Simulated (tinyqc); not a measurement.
Comparisons within one model: Wannier exciton and Elliott formula. A value that a table varies takes the place of the one given here.

Saha balance n^2/n_x = K = (mu kB T/(4 pi c))^(3/2) exp(-Ry*/kB T) with n + n_x = N, 1s excitons only, equal spin counts for excitons and free pairs; free share f = 2/(1 + sqrt(1 + 4N/K)); c = hbar^2/2m0, Ry* = Ry mu/eps^2, 1/mu = 1/me + 1/mh, 1/angstrom^3 = 1e24/cm^3.

Constants: hbar^2/2m0 = 3.80998211 eV angstrom^2; kB = 8.617333262e-05 eV/K; Ry = 13.60569312 eV.

Values chosen for the exercise (near those of InGaAs; the results hold for these values, not for the real material):
```
symbol  value                                       unit         meaning
xs      (0.036, 0.12, 0.52, 1.7, 3.1, 13, 46, 130)               (E - Eg)/Ry*
me      0.041                                       m0           electron mass
mh      0.102                                       m0           hole mass
eps     13.6                                                     dielectric constant
N       0.001                                       x 1e16/cm^3  density of pairs
```

## Coulomb enhancement above the gap

Ry* = 2.1512 meV

With x = (E - Eg)/Ry* and y = pi/sqrt(x): S3 = y exp(y)/sinh(y), and S2 = exp(y)/cosh(y). Free-pair absorption goes as sqrt(x) in three dimensions and is constant in two.

Factors:
```
x        E - Eg (meV)  sqrt(x)      S3  S3 sqrt(x)     S2
0.036            0.08    0.190  33.115       6.283  2.000
0.12             0.26    0.346  18.138       6.283  2.000
0.52             1.12    0.721   8.715       6.284  2.000
1.7              3.66    1.304   4.858       6.334  1.984
3.1              6.67    1.761   3.672       6.465  1.945
13              27.97    3.606   2.112       7.617  1.702
46              98.96    6.782   1.534      10.402  1.433
1.3e+02        279.66   11.402   1.301      14.830  1.269
```

In three dimensions the product tends to 2 pi = 6.283 at the edge (6.283 in the first row), so the square-root onset becomes a step. Even 280 meV above the gap the enhancement is 1.30; it decays only as 1 + pi/sqrt(x) = 1.28. In two dimensions it never exceeds 2 and has fallen to 1.27.

## Temperature

The balance at fixed N.

Ionisation:
```
T (K)  kB T/Ry*  K (1e16/cm^3)  free share
10        0.401        0.00315       0.798
20        0.801         0.0310       0.970
40        1.602          0.164       0.994
77        3.084          0.590       0.998
150       6.009           1.88       0.999
300      12.017           5.77        1.00
```

The free share stays above one half over the table. The free share goes from 0.798 to 1. A lower density ionises at a lower temperature, since free pairs gain entropy.

(tinyqc, `OMP_NUM_THREADS=1 python tinyqc.py 1281424 1281425 out.jsonl`, Intel(R) Xeon(R) Processor @ 2.30GHz, 1 thread, shared host, about 0.01 s.)
